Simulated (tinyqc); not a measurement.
Free and nearly free electrons in a metal: sweeps and comparisons. A value that a table varies takes the place of the one given here.

The cubic cell holds 4 atoms: n = 4 z/a^3, kF = (3 pi^2 n)^(1/3), EF = c kF^2/m, vF = 2 c kF/(m hbar), c = hbar^2/2m0; rs = (3/(4 pi n))^(1/3)/a0; D(EF) = 3 n/(2 EF).

Two plane waves k and k - G, G = (111) (2 pi/a): H = [[c k^2/m, V], [V, c (k - G)^2/m]] with c = hbar^2/2m0.

Square wire of width w with grain size w: rho/rho0 = 1/(1 - 3 al/2 + 3 al^2 - 3 al^3 ln(1 + 1/al)) + (3/4) (1 - p) l/w, with al = (l/w) Rg/(1 - Rg) (Mayadas-Shatzkes plus the thick-wire form of Fuchs-Sondheimer); l = hbar kF/(n e^2 rho), e = 1.602176634e-19 C.

Constants: hbar^2/2m0 = 3.80998211 eV angstrom^2; hbar = 6.58211957e-16 eV s; a0 (Bohr radius) = 0.5291772105 angstrom.

Values chosen for the exercise (near those of Cu, whose d bands this model ignores; shifted at random, so the results belong to these values and not to a real crystal): a = 3.638 angstrom (fcc lattice constant); z = 1 (free electrons an atom); m = 0.95 m0 (mass); rho = 1.85 micro-ohm cm (bulk resistivity); p = 0 (specularity of the surfaces); Rg = 0.36 (reflection at grain boundaries); w = 30 nm (wire width).

## When the Fermi surface touches the face

On the face the lower band is E = c (G^2/4 + q^2)/m - V, q along the face. EF is held at its free value. A neck opens where EF > c G^2/(4m) - V, with radius q; the second band fills where EF > c G^2/(4m) + V.

Necks:

| V (eV) | lower band at the face centre (eV) | neck radius (1/angstrom) | radius/kF |
|---|---|---|---|
| 0.2 | 8.772 | - | - |
| 0.5 | 8.472 | - | - |
| 0.8 | 8.172 | - | - |
| 1.1 | 7.872 | - | - |
| 1.4 | 7.572 | - | - |
| 1.8 | 7.172 | 0.1840 | 0.136 |
| 2.2 | 6.772 | 0.3655 | 0.271 |
| 2.6 | 6.372 | 0.4831 | 0.358 |

EF = 7.308 eV
c G^2/(4m) = 8.972 eV

Contact needs V > 1.664 eV. It is first met at V = 1.8 eV of those listed, and the radius then grows as the square root of the excess, to 0.358 kF at 2.6 eV. EF is held at its free value here; a count of states lowers it as V grows, strongly for V of an eV or more, so the threshold is a lower bound, the radii are upper bounds, and some necks may vanish.

## Resistivity of narrow wires

Wires:

| w (nm) | al | grain term (factor - 1) | surface term | rho (micro-ohm cm) |
|---|---|---|---|---|
| 200 | 0.101 | 0.148 | 0.135 | 2.37 |
| 100 | 0.203 | 0.291 | 0.271 | 2.89 |
| 50 | 0.406 | 0.572 | 0.541 | 3.91 |
| 30 | 0.677 | 0.941 | 0.902 | 5.26 |
| 20 | 1.015 | 1.398 | 1.353 | 6.94 |
| 14 | 1.450 | 1.982 | 1.933 | 9.09 |
| 10 | 2.030 | 2.759 | 2.706 | 11.96 |
| 7 | 2.900 | 3.923 | 3.866 | 16.26 |

l = 36.08 nm

At 7 nm the resistivity is 8.79 times the bulk value; grain boundaries add more (3.92 from grains, 3.87 from surfaces). It passes twice the bulk value between 100 and 50 nm. The surface formula is meant for w above l = 36 nm, so the rows below that are rough.

## What sets the wire resistivity

All results formed anew. Each row changes one parameter from the base and keeps the others.

Results:

| case | EF (eV) | l (nm) | wire rho (micro-ohm cm) |
|---|---|---|---|
| base | 7.308 | 36.08 | 5.259 |
| a = 3.747 angstrom | 6.889 | 38.28 | 5.464 |
| m = 1.14 m0 | 6.090 | 36.08 | 5.259 |
| rho = 2.22 micro-ohm cm | 7.308 | 30.07 | 5.637 |
| p = 0.3 | 7.308 | 36.08 | 4.759 |
| Rg = 0.252 | 7.308 | 36.08 | 4.575 |
| w = 21 nm | 7.308 | 36.08 | 6.700 |

The largest shifts from the base row, up to three for each result and ties (the steps differ in size, so this ranks the rows, not the parameters). EF (eV): m -1.218, a -0.419; unchanged at the printed digits by rho, p, Rg and w. l (nm): rho -6.01, a +2.19; unchanged at the printed digits by m, p, Rg and w. wire rho (micro-ohm cm): w +1.440, Rg -0.684, p -0.501; unchanged at the printed digits by m. The mass drops out of l at given rho, because vF falls and tau rises by the same factor.

(tinyqc, `OMP_NUM_THREADS=1 python tinyqc.py 1651470 1651471 out.jsonl`, Intel(R) Xeon(R) Processor @ 2.30GHz, 1 thread, shared host, about 0.01 s.)
